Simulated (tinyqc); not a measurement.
# Threshold of a short bulk MOSFET: charge sharing, barrier lowering, narrow width: effects of single changes

n-channel device on a p-type body, depletion approximation, full ionisation. Uniform doping N = Na. Vbi from Boltzmann statistics is rough for the degenerate source. Cox = eps0 eox/tox.

Parameters, values chosen for the exercise; band and dielectric values close to those of silicon:
```
symbol    value   unit                                                                 meaning
T           400      K                                                             temperature
Eg         1.13     eV                                                                band gap
eps_r      11.9                                                          relative permittivity
Nc      4.26e19  cm^-3                                  conduction-band density of states at T
Nv         4e19  cm^-3                                     valence-band density of states at T
eox         3.9         relative permittivity of the gate insulator (close to silicon dioxide)
tox         4.5     nm                                                     insulator thickness
Na       4.5e17  cm^-3                                                          channel doping
Nsd        1e20  cm^-3                                                 source and drain doping
Vfb       -0.79      V                                     flat-band voltage for the doping Na
xj           78     nm                                                          junction depth
Vbs           0      V                                                     body-source voltage
Vds           1      V                                                    drain-source voltage
W          1500     nm                                                              gate width
xw       1.5708                      shape factor of the fringing depletion at the width edges
L           290     nm                                                          channel length
```

Constants: q = 1.602176634e-19 C, kB = 1.380649e-23 J/K, Vt = kB T/q, eps0 = 8.8541878128e-14 F/cm where lengths are in cm. Results are converted to the units shown.

Each table varies one quantity; the others keep the values above.

## Threshold roll-off against channel length

ni = sqrt(Nc Nv) exp(-Eg/(2 Vt)), Eg in volts; 2 pB = 2 Vt ln(N/ni); flat band Vfb - Vt ln(N/Na); Wd = sqrt(2 eps0 eps_r (2 pB - Vbs)/(q N)); body term q N Wd/Cox; long-channel VT0 = flat band + 2 pB + body term; Vbi = Vt ln(N Nsd/ni^2); scale length l = sqrt((eps_r/eox) tox Wd). Charge sharing (trapezoid; it ignores Vds): F = (xj/L)(sqrt(1 + 2 Wd/xj) - 1), lowering = body term times F. Barrier lowering: th = exp(-L/(2 l)) + 2 exp(-L/l), lowering = th [2 (Vbi - 2 pB) + Vds], DIBL = th. Narrow width: rise = body term times xw Wd/W. VT by each model = VT0 - lowering + rise. DIBL under 0.001 mV/V is printed as 0.

The same in every row: N (cm^-3) = 4.500e17; VT0 (V) = 0.4880.

Result of one run:
```
L (nm)    L/l        F  DIBL (mV/V)  VT, charge sharing (V)  VT, barrier lowering (V)
1100    42.45  0.03555            0                  0.4952                    0.5116
```

What becomes of these results when the channel length L is changed from 1100 to 82 nm, all else the same?

Result of the changed run:
```
L (nm)    L/l       F  DIBL (mV/V)  VT, charge sharing (V)  VT, barrier lowering (V)
82      3.164  0.4769        290.0                  0.2924                    0.1135
```

The whole series:
```
L (nm)    L/l        F  DIBL (mV/V)  VT, charge sharing (V)  VT, barrier lowering (V)
82      3.164   0.4769        290.0                  0.2924                    0.1135
120     4.631   0.3259        118.2                  0.3618                    0.3493
170     6.560   0.2300        40.46                  0.4058                    0.4560
250     9.647   0.1564        8.168                  0.4397                    0.5003
360     13.89   0.1086       0.9645                  0.4616                    0.5102
520     20.07  0.07521      0.04394                  0.4770                    0.5115
750     28.94  0.05214            0                  0.4876                    0.5116
1100    42.45  0.03555            0                  0.4952                    0.5116
1600    61.74  0.02444            0                  0.5003                    0.5116
```

VT by barrier lowering rises from 0.113 to 0.512 V and VT by charge sharing rises from 0.292 to 0.500 V. DIBL is under 100 mV/V from L = 170 nm on among the rows (th = 0.1 at L/l = 4.92). For L = 82 DIBL exceeds 250 mV/V, where the barrier formula is rough.

## Effect of the body-source voltage

Same model as above.

The same in every row: N (cm^-3) = 4.5000e17.

Effect of the body-source voltage:
```
Vbs (V)  VT0 (V)     L/l        F  DIBL (mV/V)  VT, charge sharing (V)  VT, barrier lowering (V)
0        0.48802  11.190  0.13485       3.7431                 0.44958                   0.50642
-0.3     0.56568  10.350  0.15341       5.7200                 0.51543                   0.58999
-0.6     0.63345  9.7531  0.16896       7.7393                 0.57202                   0.66362
-0.9     0.69435  9.2964  0.18248       9.7624                 0.62226                   0.73037
-1.2     0.75014  8.9298  0.19452       11.770                 0.66781                   0.79203
-1.5     0.80191  8.6258  0.20542       13.753                 0.70971                   0.84971
-1.8     0.85043  8.3673  0.21541       15.707                 0.74867                   0.90417
-2.1     0.89624  8.1435  0.22466       17.629                 0.78522                   0.95597
```

Read the table: what changes, and by how much?

As Vbs goes from 0 to -2.1, VT0 rises from 0.488 to 0.896 V, DIBL rises from 3.74 to 17.6 mV/V, F rises from 0.135 to 0.225 and VT by barrier lowering rises from 0.506 to 0.956 V. The apparent body effect -dVT/dVbs between the first two rows is 0.279 by barrier lowering and 0.219 by charge sharing, against 0.259 for a long device.

Computed by the program tinyqc: `OMP_NUM_THREADS=1 python tinyqc.py 2002102 2002103 out.jsonl`, one thread of a shared Intel Xeon 2.30GHz, about 0.01 s for the whole run.
